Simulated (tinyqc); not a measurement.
Worked calculation: tight binding, honeycomb lattice. Computed by tinyqc, a small Python program that keeps every step. Settings: t1 = 2.52, t2 = 0.16, phi = 1.57, delta = 0, points = 6. Command: `OMP_NUM_THREADS=1 python tinyqc.py 31112 31113 out.jsonl` (the two numbers bound the seeds that draw the settings). One thread of a shared host (Intel(R) Xeon(R) Processor @ 2.60GHz), about 0.01 s of CPU time with the checks.

## Bloch Hamiltonian at k

Parameters chosen for this model:
```
parameter     value                        unit
t1         2.520000                 eV, nearest
t2         0.160000       eV, second neighbours
phi        1.570000  rad, phase of t2 (Haldane)
delta             0          eV, +/- on A and B
```

k point k (fractions of the reciprocal vectors): [0.380000, 0.430000]

H_AB = -t1 (1 + exp(-i k.a1) + exp(-i k.a2)); H_AA = delta - 2 t2 sum cos(k.b + phi), H_BB = -delta - 2 t2 sum cos(k.b - phi), b = a1, a2 - a1, -a2.

H(k) at k (eV), order A, B:
$$\begin{pmatrix}
0.181865 & 1.597165+2.798023i \\
1.597165-2.798023i & -0.181517
\end{pmatrix}$$

## Levels at k

Diagonalise the Hermitian matrix.

eigenvalues (eV): [-3.226725, 3.227073]

weights |c|^2 of the basis functions, order A, B:
$$\begin{pmatrix}
0.471847 & 0.528153 \\
0.528153 & 0.471847
\end{pmatrix}$$

## Bloch Hamiltonian at K

k point K (fractions of the reciprocal vectors): [0.333333, 0.666667]

As before.

H(k) at K (eV), order A, B:
$$\begin{pmatrix}
0.831766 & 0.000000 \\
0.000000 & -0.831002
\end{pmatrix}$$

## Levels at K

As before.

eigenvalues (eV): [-0.831002, 0.831766]

weights |c|^2 of the basis functions, order A, B:
$$\begin{pmatrix}
0.000000 & 1.000000 \\
1.000000 & 0.000000
\end{pmatrix}$$

## Bands along a path

The same steps at evenly spaced points between the labelled ones.

Bands along the path (eV):
```
k             band 1    band 2
G          -7.560764  7.559236
G-K 0.20   -7.124941  7.123669
G-K 0.40   -5.894834  5.894205
G-K 0.60   -4.099031  4.099128
G-K 0.80   -2.113225  2.113830
K          -0.831002  0.831766
K-M 0.20   -1.164463  1.165198
K-M 0.40   -1.699297  1.699964
K-M 0.60   -2.142670  2.143260
K-M 0.80   -2.423931  2.424462
M          -2.519745  2.520255
M-K' 0.20  -2.423931  2.424462
M-K' 0.40  -2.142670  2.143260
M-K' 0.60  -1.699297  1.699964
M-K' 0.80  -1.164463  1.165198
K'         -0.831002  0.831766
```

With 1 band(s) filled, the highest filled level on these points lies at K and the lowest empty one at K: a gap of 1.6628 eV, direct.

## Chern number of the lower band

On a 6 x 6 mesh, the phase of the product of overlaps around each plaquette (k1 then k2); the sum over 2 pi is an integer.

plaquette phases (rad):
$$\begin{pmatrix}
0.000000 & -0.002737 & -0.055299 & -0.089840 & 0.024487 & 0.009247 \\
-0.002737 & -0.023969 & -0.086918 & -0.800418 & 0.000000 & 0.024487 \\
-0.055299 & -0.086918 & -0.183541 & -0.921877 & -0.800418 & -0.089840 \\
-0.089840 & -0.800418 & -0.921877 & -0.183541 & -0.086918 & -0.055299 \\
0.024487 & 0.000000 & -0.800418 & -0.086918 & -0.023969 & -0.002737 \\
0.009247 & 0.024487 & -0.089840 & -0.055299 & -0.002737 & 0.000000
\end{pmatrix}$$

Chern number = -1.000000
